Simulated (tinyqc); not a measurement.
Semiconducting tubes compared: carbon nanotube by zone folding.

Circumference C = n a1 + m a2, a = sqrt3 acc; d = a sqrt(n^2 + nm + m^2)/pi; tan(theta) = sqrt3 m/(2n + m); dR = gcd(2n + m, 2m + n); T = t1 a1 + t2 a2 with t1 = (2m + n)/dR, t2 = -(2n + m)/dR, |T| = sqrt3 pi d/dR; N = 2 (n^2 + nm + m^2)/dR hexagons a cell. On cutting line mu = 0 to N - 1 at x = k|T|/(2 pi) the phases are p1 = 2 pi (-t2 mu + m x)/N, p2 = 2 pi (t1 mu - n x)/N, and E = -/+ t |1 + exp(i p1) + exp(i p2)|.

Values chosen for the exercise (out of a larger set: near those used for carbon; not measured data): t = 2.63 eV (hopping); acc = 1.44 angstrom (bond length); tubes = ((14, 12), (14, 0), (16, 3), (10, 9), (10, 0), (16, 8), (9, 2)) (pairs (n, m)).

E11 and E22 are twice the two lowest band edges; the cone gives E11 d = 2 t acc and E22/E11 = 2.

Cases:
```
(n,m)
(14,12)
(14,0)
(16,3)
(10,9)
(10,0)
(16,8)
(9,2)
```

Rank the cases by E11 (eV), lowest first.

Answer: (14,12), (16,8), (16,3), (10,9), (14,0), (9,2), (10,0).

Tubes:
```
(n,m)    d (angstrom)  theta (deg)  (n - m) mod 3  E11 (eV)  E22 (eV)  E11 d/(2 t acc)  E22/E11
(14,12)         17.89         27.5              2    0.4236    0.8400            1.001    1.983
(14,0)          11.11          0.0              2    0.6955    1.2991            1.021    1.868
(16,3)          14.05          8.4              1    0.5305    1.1082            0.984    2.089
(10,9)          13.07         28.3              1    0.5774    1.1535            0.996    1.998
(10,0)           7.94          0.0              1    0.9235    2.0091            0.968    2.176
(16,8)          16.80         19.1              2    0.4538    0.8842            1.007    1.949
(9,2)            8.06          9.8              1    0.9133    1.9546            0.972    2.140
```

E11 follows 1/d first. For mod 1 the scaled E11 lies below one (0.968 to 0.996) and E22/E11 on both sides of two (1.998 to 2.176). For mod 2 the scaled E11 lies above one (1.001 to 1.021) and E22/E11 below two (1.868 to 1.983). The largest departure of the scaled E11 is that of (10,0); warping acts as cos(3 theta)/d, most for thin tubes near zigzag. Below about 8 angstrom curvature, left out of zone folding, changes the gaps further.

tinyqc: `OMP_NUM_THREADS=1 python tinyqc.py 1480876 1480877 out.jsonl`; about 0.02 s, one thread, shared Intel(R) Xeon(R) Processor @ 2.30GHz.
